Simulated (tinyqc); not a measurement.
Undoped symmetric double-gate MOSFET, analytic potential model: one step of the calculation.

An undoped body of thickness ts between two equal insulators and tied gates; long channel, electrons only, n = ni exp((psi - V)/Vt) with V the quasi-Fermi potential (0 at the source, Vd at the drain), constant mobility, no quantisation. Across the body psi(x) = V - 2 Vt ln[(ts/(2 beta)) sqrt(q ni/(2 eps0 eps_r Vt)) cos(2 beta x/ts)], x from the centre. Q is the electron charge per area of the whole body.

Question. Constants of the body. ni = sqrt(Nc Nv) exp(-Eg/(2 Vt)), Eg in volts; r = eps_r tox/(eox ts); V0 = dphi + 2 Vt ln[(2/ts) sqrt(2 eps0 eps_r Vt/(q ni))].

Inputs (values chosen for the exercise); material values close to those of gallium arsenide: temperature T = 273 K; band gap Eg = 1.42 eV; relative permittivity of the semiconductor eps_r = 12.8; conduction-band density of states at T Nc = 3.74e17 cm^-3; valence-band density of states at T Nv = 7.83e18 cm^-3; relative permittivity of the gate insulator eox = 9.12; insulator thickness tox = 2.1 nm; body thickness ts = 5 nm; gate work function less that of the intrinsic body dphi = -0.19 V.

Constants: q = 1.602176634e-19 C, kB = 1.380649e-23 J/K, Vt = kB T/q, eps0 = 8.8541878128e-14 F/cm where lengths are in cm. Results are converted to the units shown.

Find: ni; r; V0.

Answer.

ni = 1.337e5 cm^-3
r = 0.5895
V0 = 0.5467 V

Numbers from tinyqc (`OMP_NUM_THREADS=1 python tinyqc.py 2440092 2440093 out.jsonl`; about 0.01 s on one thread of a shared Intel Xeon 2.30GHz).
